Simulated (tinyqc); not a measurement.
Worked calculation: collinear exchange A + BC -> AB + C on a London-Eyring-Polanyi-Sato surface: saddle, string of images and rate. Computed by tinyqc, a small Python program that keeps every step. Command: `OMP_NUM_THREADS=1 python tinyqc.py 3111595 3111596 out.jsonl leps walk`. One thread of a shared host (Intel(R) Xeon(R) Processor @ 2.30GHz), about 0.6 s of CPU time with the checks. Intermediate numbers are printed to about 6 digits and carried at full precision; extremes and crossings named in words are read from the listed rows.

x = r(AB), y = r(BC), r(AC) = x + y. V is counted from separated atoms, the barrier from A + BC, that is V + D(BC).

Inputs (values chosen for the exercise, bond data loosely for abstraction of hydrogen from a Si-H bond by a hydrogen atom; the barrier is not fitted): D(AB) = 4.74 eV; r0(AB) = 0.742 angstrom; beta(AB) = 1.94 1/angstrom; D(BC) = 3.93 eV; r0(BC) = 1.48 angstrom; beta(BC) = 1.52 1/angstrom; D(AC) = 4.15 eV; r0(AC) = 1.48 angstrom; beta(AC) = 1.52 1/angstrom; Sato parameter S = 0.2; step of the string = 0.2 angstrom^2/eV.

## One point of the surface

For each pair, with u = exp(-beta (r - r0)): Q = D [(3 + S) u^2 - (2 + 6 S) u]/(4 (1 + S)), J = D [(1 + 3 S) u^2 - (6 + 2 S) u]/(4 (1 + S)); V = Q1 + Q2 + Q3 - sqrt(((J1 - J2)^2 + (J2 - J3)^2 + (J3 - J1)^2)/2). Take x = r0(AB) + 0.3 and y = r0(BC) + 0.1 angstrom.

Pair terms:
```
pair         u     Q (eV)    J (eV)
AB    0.558780  -0.779082  -3.03816
BC    0.858988  -0.317354  -3.53450
AC    0.176252  -0.401685  -0.93229
```

V = -3.89108 eV

## Relaxing the string

String of 9 images between the fixed ends (r0(AB) + 2, r0(BC)) and (r0(AB), r0(BC) + 2), started on the two straight legs through (r0(AB) + 0.3, r0(BC) + 0.3): each iteration moves the inner images by -step x gradient (central differences) and spaces them evenly again along the broken line (coordinates are kept between 0.2 and 8 angstrom); stop when no coordinate changes by more than 1e-5 angstrom, at most 400 iterations.

Course:
```
iteration  highest inner image above A + BC (eV)  largest move (angstrom)
1                                        12.9501                  0.66148
2                                         3.3802                  7.76948
3                                         3.3739                  3.92688
4                                         3.2863                  0.60391
5                                         3.1678                  1.74556
6                                         2.9700                  0.71355
7                                         2.7105                  0.49359
...                                          ...                      ...
394                                       3.3499                  6.69604
395                                       3.3865                  3.79518
396                                       3.2677                  1.00223
397                                       3.1006                  0.69351
398                                       2.9336                  0.56838
399                                       3.1197                  1.71838
400                                       2.5581                  0.39736
```

Images at the end:
```
image  x (angstrom)  y (angstrom)  V + D(BC) (eV)
0           2.74200       1.48000         0.00131
1           4.00926       2.23999         1.84405
2           5.46036       2.56155         2.55806
3           6.69526       2.54252         2.52222
4           6.07670       1.23831         0.77453
5           4.60337       1.33739         0.23028
6           3.20579       1.83067         0.67097
7           1.90870       2.55674         2.39653
8           0.74200       3.48000        -0.80717
```

last move = 0.397356 angstrom

Not converged in 400 iterations: the residual wanders without falling. The step exceeds 2/k = 0.056 angstrom^2/eV for the stiffer bond (k = 2 D beta^2), the limit of plain descent.

Reruns converge with step of the string = 0.01; or with step of the string = 0.02.

Checks made by the program: V for A far away against -D(BC) (relative difference below 1e-10).
